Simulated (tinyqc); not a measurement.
Solubility, supersaturation, precipitation and gettering of an impurity in a silicon-like host: one step, computed by the program tinyqc.

The wafer was saturated at T1 and is then held at T.

Question. Ham's law for sinks of fixed radius. tau0 = 1/(4 pi n r0 D); C_fixed(t) = C_eq + (C0 - C_eq) exp(-t/tau0). If all excess precipitates, the final radius is r_f = [r0^3 + 3 (C0 - C_eq)/(4 pi n C_p)]^(1/3), with tau_f = 1/(4 pi n r_f D).

Inputs (values chosen for the exercise, modelled on gold in silicon):
```
quantity                                   value    unit
temperature of saturation T1                1300       K
anneal temperature T                        1095       K
sink density n                           2.5e+09  1/cm^3
initial sink radius r0                       7.3      nm
impurity density in the precipitate C_p  4.2e+22  1/cm^3
anneal time t                              23000       s
```

D(T) = 1.700187e-09 cm^2/s

C_eq(T) = 1.083163e+15 1/cm^3

C0 = 2.680405e+16 1/cm^3

Give: tau0; C_fixed(t); final radius r_f; tau_f.

Answer.

tau0 = 25647 s

C_fixed(t) = 1.157e+16 1/cm^3

final radius r_f = 38.90 nm

tau_f = 4813 s

The sinks grow 5.3 times, so the fixed radius underrates the later rate. Caution: the barrier to homogeneous nucleation is below 35 k_B T for these inputs, so new precipitates would form and outnumber the fixed sinks assumed here.
